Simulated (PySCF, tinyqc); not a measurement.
Inside a calculation. Method: CCSD on RHF in the sto-6g basis, for H3-, spin multiplicity 1. The basis has no diffuse functions, so it cannot describe the extra electron: this is an exercise in the method, not the real anion. The lowest restricted solution is unstable here: a spin-polarised one lies 0.0802 hartree lower (PySCF). One step of it, computed by the program tinyqc.

Question. Iteration 2 (converged): orbitals. Diagonalise F' = X^T F X, C = X C', fill 2 alpha and 2 beta electrons from the bottom; D = 2 C_occ C_occ^T. Each column has its largest component positive (the first on a tie).

converged F (hartree):
```
           1H 1s      2H 1s      3H 1s
1H 1s   0.043276  -0.344314  -0.214787
2H 1s  -0.344314   0.043276  -0.214787
3H 1s  -0.214787  -0.214787   0.123948
```

X:
```
           1H 1s      2H 1s      3H 1s
1H 1s   1.296938  -0.343680  -0.286077
2H 1s  -0.343680   1.296938  -0.286077
3H 1s  -0.286077  -0.286077   1.258042
```

Give: F' = X^T F X; orbital energies; coefficients C; D after iteration 2.

Answer.

F' = X^T F X (hartree):
```
         1        2        3
1   0.5121  -0.5311  -0.2553
2  -0.5311   0.5121  -0.2553
3  -0.2553  -0.2553   0.4561
```

orbital energies (hartree): MO1 -0.2136, MO2 0.6507, MO3 1.0432

coefficients C:
```
          MO1      MO2      MO3
1H 1s  0.4576  -0.5717   1.1601
2H 1s  0.4576  -0.5717  -1.1601
3H 1s  0.2408   1.2994   0.0000
```

D after iteration 2:
```
         1H 1s    2H 1s    3H 1s
1H 1s   1.0724   1.0724  -1.2652
2H 1s   1.0724   1.0724  -1.2652
3H 1s  -1.2652  -1.2652   3.4927
```
